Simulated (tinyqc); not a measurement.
Rate against the binding of B: microkinetic model of a Langmuir-Hinshelwood surface reaction A + (1/2) B2 = AB with Bronsted-Evans-Polanyi barriers. Computed by tinyqc, a small Python program. Command: `OMP_NUM_THREADS=1 python tinyqc.py 3027411 3027412 out.jsonl microkin walk`. One thread of a shared host (Intel(R) Xeon(R) Processor @ 2.30GHz), about 0.01 s of CPU time with the checks.

A adsorbs in equilibrium; B2 dissociates irreversibly on two free sites; adsorbed A and B react irreversibly and AB leaves at once. theta_A + theta_B + theta_* = 1.

Inputs (values chosen for the exercise, for a model catalyst): adsorption energy of A, E_A = -1.04 eV; entropy loss of A, S_A = 1.6 meV/K; entropy loss of B2, S_B = 1.9 meV/K; slope a1 of the dissociation barrier = 0.79; intercept b1 = 1.4 eV; slope a2 of the reaction barrier = 0.28; intercept b2 = 0.31 eV; pressure p_A = 0.052 bar; pressure p_B = 0.19 bar; temperature T = 775 K.

Constants: k_B = 8.617333262e-05 eV/K; hbar = 6.582119569e-16 eV s.

Method. K_A = exp(-(E_A + T S_A)/(k_B T)) per bar; barriers E1 = max(b1 + a1 2 E_B, 0), E2 = b2 - a2 (E_A + E_B); k1 = (k_B T/h) exp(-S_B/k_B) exp(-E1/(k_B T)) per bar, k2 = (k_B T/h) exp(-E2/(k_B T)), h = 2 pi hbar. theta_A = K_A p_A theta_*; 2 k1 p_B theta_*^2 = k2 theta_A theta_B, so theta_B = w theta_* with w = 2 k1 p_B/(k2 K_A p_A); theta_* = 1/(1 + K_A p_A + w); rate r = k2 theta_A theta_B.

Changing E_B at fixed E_A:
```
E_B (eV)  E1 (eV)  E2 (eV)  theta_*    theta_A     theta_B  log10 r
-2.40           0   1.2732  0.11923  0.0003103  8.8046e-01   1.3651
-2.10           0   1.1892  0.32238  0.0008390  6.7678e-01   2.2291
-1.80           0   1.1052  0.62523  0.0016272  3.7314e-01   2.8044
-1.50           0   1.0212  0.85305  0.0022202  1.4473e-01   3.0743
-1.25           0   0.9512  0.94154  0.0024505  5.6005e-02   3.1600
-1.00           0   0.8812  0.97708  0.0025430  2.0376e-02   3.1922
-0.75       0.215   0.8112  0.99711  0.0025951  2.9147e-04   1.8117
-0.50       0.610   0.7412  0.99740  0.0025959  2.7596e-07  -0.7567
-0.25       1.005   0.6712  0.99740  0.0025959  2.6120e-10  -3.3254
0.00        1.400   0.6012  0.99740  0.0025959  2.4724e-13  -5.8940
```

What follows from these numbers?

The rate is highest at E_B = -1 eV among these rows, where theta_B = 0.02. On the weak-binding side log10 r falls by 10.3 per eV, from the dissociation barrier (2 a1/(k_B T ln 10) = 10.3). On the strong-binding side B fills the surface and the rate falls again: the Sabatier volcano.

Extremes, crossings and ranges named in words are read from the listed rows.
